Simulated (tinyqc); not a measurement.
Electron mobility in a silicon inversion layer, empirical terms and Matthiessen rule: course of the iteration: inversion density for the measured current.

Inversion layer of sheet density Ns on a uniformly doped body. The mobility terms are empirical power laws with prefactors chosen for the exercise; adding their inverses (Matthiessen) is itself an approximation.

I = (W/L) q Ns mu Vd. E = q (Ndep + eta Ns)/(eps0 eps_r) in MV/cm. With t = T/(300 K): muC = Ac (Ns/1e12 cm^-2) t/(Nb/1e17 cm^-3 + Nit/1e11 cm^-2), muP = Ap E^(-1/3) t^(-1.75), muS = As E^(-gs); 1/mu is the sum of the inverses. Ns(new) = I/((W/L) q mu Vd).

Stop when Ns changes by less than 1e5 cm^-2, or after 120 iterations.

Values chosen for this exercise; material values close to those of silicon:
- T = 300 K (temperature)
- eps_r = 11.7 (relative permittivity of the semiconductor)
- Nb = 5.3e17 cm^-3 (body doping)
- eta = 0.5 (weight of the inversion charge in the effective field)
- Ap = 452 cm^2/(V s) (phonon-limited mobility at 1 MV/cm and 300 K)
- As = 715 cm^2/(V s) (roughness-limited mobility at 1 MV/cm)
- gs = 2 (exponent of the roughness term)
- Ac = 3200 cm^2/(V s) (Coulomb prefactor)
- Nit = 7.2e11 cm^-2 (charge at the interface)
- WL = 20 (ratio W/L)
- Vd = 0.05 V (drain voltage)
- I = 66.2 uA (measured linear current)

Constants: q = 1.602176634e-19 C, eps0 = 8.8541878128e-14 F/cm where lengths are in cm. Results are converted to the units shown.

Ns at the start = 2.7e12 cm^-2
Ndep = 2.53325e12 cm^-2

Course of the iteration:

| iteration | Ns (cm^-2) | \|change\| (cm^-2) |
|---|---|---|
| 1 | 1.57748e12 | 1.12e12 |
| 2 | 1.90785e12 | 3.30e11 |
| 3 | 1.75817e12 | 1.50e11 |
| 4 | 1.81769e12 | 5.95e10 |
| 5 | 1.79259e12 | 2.51e10 |
| 6 | 1.80293e12 | 1.03e10 |
| 7 | 1.79863e12 | 4.30e9 |
| 8 | 1.80041e12 | 1.78e9 |
| 9 | 1.79967e12 | 7.40e8 |
| ... | ... | ... |
| 12 | 1.79990e12 | 5.28e7 |
| 13 | 1.79988e12 | 2.19e7 |
| 14 | 1.79989e12 | 9.08e6 |
| 15 | 1.79989e12 | 3.77e6 |
| 16 | 1.79989e12 | 1.56e6 |
| 17 | 1.79989e12 | 6.49e5 |
| 18 | 1.79989e12 | 2.69e5 |
| 19 | 1.79989e12 | 1.12e5 |
| 20 | 1.79989e12 | 4.63e4 |

Did this iteration meet its convergence test, and what does its course show?

Yes. Converged in 20 iterations. At the end each change is about 0.41 times the one before, with alternating sign: linear convergence.

Program tinyqc, `OMP_NUM_THREADS=1 python tinyqc.py 2510012 2510013 out.jsonl`; Intel Xeon 2.30GHz, shared host, one thread, about 0.01 s.
